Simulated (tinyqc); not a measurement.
Stretching all distances: RHF, UHF, MP2, CISD and CCSD against full CI in the 6-31g basis, for H4, spin multiplicity 1. Computed by the program tinyqc with PySCF. All coordinates are multiplied by the scale. c0^2 is the weight of the RHF determinant in the lowest singlet FCI state (UHF is spin-contaminated and may lie near states of higher spin) and n(LUMO) the first natural occupation beyond the occupied space.

Geometry (angstrom):

| atom | x | y | z |
|---|---|---|---|
| H | 0.0000 | 0.0000 | 0.0000 |
| H | 0.0000 | 0.0000 | 0.7390 |
| H | 0.0000 | 0.0000 | 1.6440 |
| H | 0.0000 | 0.0000 | 2.3820 |

Full CI energy (hartree) and errors against it (kcal/mol):

| scale | distance 1-2 (angstrom) | E(FCI) | RHF | UHF | MP2 | CISD | CCSD | <S^2> UHF | c0^2 | n(LUMO) |
|---|---|---|---|---|---|---|---|---|---|---|
| 0.960 | 0.709 | -2.23125 | 31.275 | 31.275 | 8.429 | 0.421 | 0.143 | 0.000 | 0.973 | 0.032 |
| 1.160 | 0.857 | -2.25906 | 34.914 | 34.914 | 10.634 | 0.606 | 0.135 | 0.000 | 0.962 | 0.048 |
| 1.350 | 0.998 | -2.23924 | 39.573 | 39.573 | 13.484 | 0.950 | 0.141 | 0.000 | 0.946 | 0.070 |
| 1.740 | 1.286 | -2.16205 | 54.149 | 48.055 | 22.590 | 2.689 | 0.207 | 0.593 | 0.887 | 0.142 |
| 1.930 | 1.426 | -2.12517 | 64.017 | 44.392 | 28.841 | 4.369 | 0.255 | 0.987 | 0.843 | 0.193 |
| 2.130 | 1.574 | -2.09146 | 76.441 | 37.317 | 36.701 | 6.985 | 0.289 | 1.303 | 0.786 | 0.259 |

Estimate the missing row, scale = 1.54.

Computed row:
```
scale  distance 1-2 (angstrom)    E(FCI)     RHF     UHF     MP2   CISD   CCSD  <S^2> UHF   c0^2  n(LUMO)
1.540                    1.138  -2.20338  45.764  45.748  17.320  1.572  0.164      0.034  0.922    0.100
```

UHF parts from RHF first at scale 1.54 of those listed, where <S^2> leaves zero. The weight c0^2 goes from 0.97 to 0.79 and n(LUMO) from 0.03 to 0.26: static correlation grows as the bonds break into open-shell fragments. The spread of the error along the curve, which distorts its shape, is CCSD 0.2, CISD 6.6, UHF 16.8, MP2 28.3, RHF 45.2 kcal/mol.
